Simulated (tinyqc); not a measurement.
From results back to parameters: deformation-potential model of the X valleys of a conduction band. Four cases, with inputs chosen for the exercise.

Problem. A uniaxial tension X1 along [100] acts on valleys along x, y, z, with shifts dE = Xd tr(e) + Xu a.e.a and Boltzmann shares. The ratio of the share of the y valleys to that of the x valleys is given.

s11 = (C11 + C12)/((C11 - C12)(C11 + 2 C12)), s12 = -C12/((C11 - C12)(C11 + 2 C12)), s44 = 1/C44; exx = s11 sxx + s12 (syy + szz) and cyclic, exy = s44 sxy/2; tension is positive. A uniaxial stress X along the unit vector n is s_ij = X n_i n_j. Biaxial (001) means sxx = syy = X.

Constants: kB = 8.617333262e-05 eV/K.

Find: splitting dE_x - dE_y; Xu.

Method. The splitting is kT ln(n_y/n_x), and it equals Xu (exx - eyy) = Xu (s11 - s12) X1; Xd drops out.

Case 1.

Values chosen (near those of AlAs; not measured data): C11 = 124.7 GPa; C12 = 52.9 GPa; C44 = 54.4 GPa; X1 = 0.8 GPa (size of the stress); T = 77 K (temperature).

n_y/n_x = 11534.91

Solution.

splitting dE_x - dE_y = 62.06 meV
Xu = 5.57 eV

Case 2.

Values chosen (near those of GaP; not measured data): C11 = 139.8 GPa; C12 = 62 GPa; C44 = 69.9 GPa; X1 = 1.2 GPa (size of the stress); T = 400 K (temperature).

n_y/n_x = 18.00570

Solution.

splitting dE_x - dE_y = 99.64 meV
Xu = 6.46 eV

Case 3.

Values chosen (near those of AlAs; not measured data): C11 = 118.5 GPa; C12 = 50.3 GPa; C44 = 51.8 GPa; X1 = 0.8 GPa (size of the stress); T = 150 K (temperature).

n_y/n_x = 193.1443

Solution.

splitting dE_x - dE_y = 68.04 meV
Xu = 5.80 eV

Case 4.

Values chosen (near those of GaP; not measured data): C11 = 143.9 GPa; C12 = 61.9 GPa; C44 = 72.4 GPa; X1 = 0.8 GPa (size of the stress); T = 400 K (temperature).

n_y/n_x = 5.848300

Solution.

splitting dE_x - dE_y = 60.88 meV
Xu = 6.24 eV

Computed by tinyqc, one run a case: `OMP_NUM_THREADS=1 python tinyqc.py N N+1 out.jsonl` with N = 1050404, 1050441, 1050617, 1050763; one thread of a shared Intel(R) Xeon(R) Processor @ 2.30GHz, about 0.03 s a run at most.
